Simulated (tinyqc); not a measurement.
On-chip power grid, static voltage drop by conjugate gradients: course of the conjugate-gradient iteration.

A grid of 3 rows and 3 columns, node k = 3 row + column. Neighbours in a row are joined by Rx, in a column by Ry; pad nodes, which reach the supply through Rp: 0. Each node draws I0, node 2 draws kh I0. The drops u = Vdd - V solve G u = i, with G the conductance matrix (1/Rp added on the diagonal at pad nodes).

G_kk = sum of the conductances at node k. Start u = 0, so the residual is r = i; z = r/G_kk (Jacobi preconditioner), p = z.

q = G p; with z = r/G_kk: a = (r.z)/(p.q); u(new) = u + a p; r(new) = r - a q; b = (r.z)(new)/(r.z); p(new) = z(new) + b p.

Stop when |r| is below 1e-9 mA.

Inputs (values chosen for the exercise):
- Rx = 0.12 ohm (resistance of a horizontal segment)
- Ry = 1.1 ohm (resistance of a vertical segment)
- Rp = 0.1 ohm (resistance from a pad node to the supply)
- I0 = 8.2 mA (load current of an ordinary node)
- kh = 1 (factor on the load at the hot node)

Course of the iteration:
```
iteration,largest u (mV),|r| (mA)
1,5.13490,76.0
2,17.8889,36.2
3,25.0810,66.6
4,34.0806,16.3
5,35.7318,21.2
6,38.1476,11.7
7,38.9826,1.95
8,38.9788,< 1e-11
```

Did this iteration meet its convergence test, and what does its course show?

Yes. Converged in 8 iterations for 9 unknowns; in exact arithmetic the method needs at most 9. The condition number of the scaled matrix is 97.0. Gauss-Seidel sweeps in node order need 583 to reach the same residual.

Program tinyqc, `OMP_NUM_THREADS=1 python tinyqc.py 2770189 2770190 out.jsonl`; Intel Xeon 2.30GHz, shared host, one thread, about 0.3 s.
